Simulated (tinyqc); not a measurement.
What each input does: propagation of a band-gap error through k.p and effective-mass formulas.

Chain, for a gap E (the reference Eg or another value), with Ep and Dso kept: 1/me = 1 + Ep (E + 2 Dso/3)/(E (E + Dso)); g* = 2 - 2 Ep Dso/(3 E (E + Dso)); g1(E) = g1 + (Ep/3)(1/E - 1/Eg), g2(E) = g2 + (Ep/6)(1/E - 1/Eg), light hole 1/(g1 + 2 g2), heavy hole 1/(g1 - 2 g2) along [100]; optical constant ei(E) = 1 + (ei - 1)(EP/(EP + E - Eg))^2, static e0(E) = ei(E) + e0 - ei.

Donor: R = Ry me/e0^2, a_B = a0 e0/me, Mott density (0.26/a_B)^3. Nc, Nv = 2 (m kT/(4 pi c))^(3/2), c = hbar^2/2m0, ni = sqrt(Nc Nv) exp(-E/2kT). Exciton: Ry mu/e0^2 with 1/mu = 1/me + g1(E). 1 angstrom^-3 = 1e24 cm^-3.

Constants: Ry = 13.60569312 eV; a0 (Bohr radius) = 0.5291772105 angstrom; kB = 8.617333262e-05 eV/K; hbar^2/2m0 = 3.80998211 eV angstrom^2.

Values chosen for the exercise (reference values near those of InP, gap at low temperature; shifted at random, so the results belong to these values and not to a real crystal):

| symbol | value | unit | meaning |
|---|---|---|---|
| Eg | 1.414 | eV | gap at Gamma to the s-like level |
| Dso | 0.108 | eV | spin-orbit splitting |
| Ep | 20.8 | eV | Kane energy |
| g1 | 5.09 |  | Luttinger gamma1 |
| g2 | 1.6 |  | gamma2 |
| e0 | 12.37 |  | static dielectric constant |
| ei | 9.46 |  | optical dielectric constant |
| EP | 5.3 | eV | mean (Penn) gap |
| mh | 0.43 | m0 | density-of-states mass of the holes |
| T | 300 | K | temperature |
| Eg2 | 0.509 | eV | a wrong gap, of the size a semi-local functional can give |

All at E = Eg2. Each row changes one parameter from the base and keeps the others.

Results:

| case | me (m0) | light hole (m0) | e0 | donor (meV) | exciton (meV) | log10 ni |
|---|---|---|---|---|---|---|
| base | 0.0253 | 0.0389 | 16.21 | 1.311 | 0.971 | 13.652 |
| Eg2 = 0.468 eV | 0.0234 | 0.0356 | 16.45 | 1.179 | 0.872 | 13.971 |
| Dso = 0.117 eV | 0.0254 | 0.0389 | 16.21 | 1.316 | 0.974 | 13.653 |
| Ep = 22.464 eV | 0.0235 | 0.0369 | 16.21 | 1.216 | 0.907 | 13.628 |
| g1 = 5.497 | 0.0253 | 0.0383 | 16.21 | 1.311 | 0.964 | 13.652 |
| EP = 4.876 eV | 0.0253 | 0.0389 | 16.67 | 1.241 | 0.919 | 13.652 |
| ei = 10.217 | 0.0253 | 0.0389 | 16.56 | 1.257 | 0.931 | 13.652 |
| mh = 0.396 m0 | 0.0253 | 0.0389 | 16.21 | 1.311 | 0.971 | 13.625 |
| T = 324 K | 0.0253 | 0.0389 | 16.21 | 1.311 | 0.971 | 14.019 |

The largest shifts from the base row, up to three for each result and ties (the steps differ in size, so this ranks the rows, not the parameters). me (m0): Eg2 -0.0019, Ep -0.0018, Dso +0.0001; unchanged at the printed digits by g1, EP, ei, mh and T. light hole (m0): Eg2 -0.0033, Ep -0.0020, g1 -0.0006; unchanged at the printed digits by Dso, EP, ei, mh and T. e0: EP +0.45, ei +0.34, Eg2 +0.23; unchanged at the printed digits by Dso, Ep, g1, mh and T. donor (meV): Eg2 -0.132, Ep -0.095, EP -0.070; unchanged at the printed digits by g1, mh and T. exciton (meV): Eg2 -0.099, Ep -0.064, EP -0.052; unchanged at the printed digits by mh and T. log10 ni: T +0.367, Eg2 +0.319, mh -0.027; unchanged at the printed digits by g1, EP and ei.

Program tinyqc; command `OMP_NUM_THREADS=1 python tinyqc.py 1880407 1880408 out.jsonl`; about 0.01 s on one thread of a shared Intel(R) Xeon(R) Processor @ 2.30GHz.
